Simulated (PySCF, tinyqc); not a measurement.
Inside a calculation. Method: FCI on RHF in the sto-3g basis, for H4, spin multiplicity 1. The lowest restricted solution is unstable here: a spin-polarised one lies 0.0122 hartree lower (PySCF). One step of it, computed by the program tinyqc.

Problem. Orthogonalisation. S = U s U^T; canonical form X = U s^(-1/2), so that X^T S X = 1. Each column of U has its largest component positive (the first on a tie).

overlap S, lower triangle:
```
,1H 1s,2H 1s,3H 1s,4H 1s
1H 1s,1.000000
2H 1s,0.208691,1.000000
3H 1s,0.411170,0.117973,1.000000
4H 1s,0.117973,0.411170,0.208691,1.000000
```

Give: eigenvalues of S; X.

Solution.

eigenvalues of S: 0.4981  0.6795  1.0845  1.7378

X:
```
,1,2,3,4
1H 1s,0.7084,0.6065,0.4801,0.3793
2H 1s,-0.7084,0.6065,-0.4801,0.3793
3H 1s,-0.7084,-0.6065,0.4801,0.3793
4H 1s,0.7084,-0.6065,-0.4801,0.3793
```
